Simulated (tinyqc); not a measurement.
What a faster ramp buys: rapid thermal processing of a wafer: radiative balance, ramp and cooling, pattern effects, pyrometer error and spike budget. Computed by tinyqc, a small Python program. Command: `OMP_NUM_THREADS=1 python tinyqc.py 3111164 3111165 out.jsonl rtp walk`. One thread of a shared host (Intel(R) Xeon(R) Processor @ 2.30GHz), about 0.04 s of CPU time with the checks.

The wafer is opaque and uniform through its thickness unless said otherwise; temperatures in formulas are in kelvin (C + 273.15). sigma = 5.670374419e-12 W/(cm^2 K^4).

Inputs (values chosen for the exercise, modelled on a hot silicon wafer):
```
quantity                                              value         unit
wafer thickness d                                       625   micrometre
heat capacity per volume C                             2.06   J/(cm^3 K)
thermal conductivity k                                 0.29     W/(cm K)
emissivity eps of each face                            0.61            -
reflectivity of the chamber walls r                     0.2            -
gas heat-transfer coefficient h, both faces together    2.8  mW/(cm^2 K)
wall temperature T_w                                    300            K
process temperature                                    1140            C
starting temperature                                    450            C
ramp rate                                                44          K/s
activation energy of the process E_a                   3.46           eV
```

Constants: k_B = 8.617333262e-05 eV/K.

Method:
- Effective emissivity between parallel grey plates: eps_eff = 1/(1/eps + 1/(1 - r) - 1). Loss per area q(T) = 2 eps_eff sigma (T^4 - T_w^4) + h (T - T_w).
- Absorbed power during a ramp = q(T) + C d x ramp rate; thermal time constant tau = C d/(dq/dT), dq/dT = 8 eps_eff sigma T^3 + h; natural cooling rate q/(C d); front-to-back difference under one-sided heating at the end of the ramp = (absorbed power) d/(2 k).
- Cooling with the lamps off: C d dT/dt = -q(T), integrated adaptively (relative tolerance 1e-10).
- Spike anneal: linear ramp to the peak, then lamps off. Equivalent time at the peak = int exp(-(E_a/k_B)(1/T - 1/T_peak)) dt; estimate (k_B T^2/E_a)(1/ramp rate + 1/cooling rate). The ramp part uses 4000 trapezoid steps, the cooling part 4000 steps over 4 tau.

time constant tau = 1.82476 s

holding power q = 27.0060 W/cm^2

natural cooling rate = 209.755 K/s

Against the ramp rate:
```
ramp (K/s)  ramp part (s)  cooling part (s)  total (s)  power at the peak (W/cm^2)
10                 4.6561           0.25135     4.9074                       28.29
25                 1.8624           0.25135     2.1138                       30.22
50                 0.9312           0.25135     1.1826                       33.44
100                0.4656           0.25135     0.7170                       39.88
250                0.1862           0.25135     0.4376                       59.19
500                0.0931           0.25135     0.3445                       91.38
1000               0.0466           0.25135     0.2979                      155.76
```

From 10 to 100 K/s the total falls by a factor 6.8, from 100 to 1000 K/s by 2.41: the cooling part, 0.251 s, is a floor, and the natural cooling rate here is 210 K/s.

Extremes, crossings and ranges named in words are read from the listed rows.
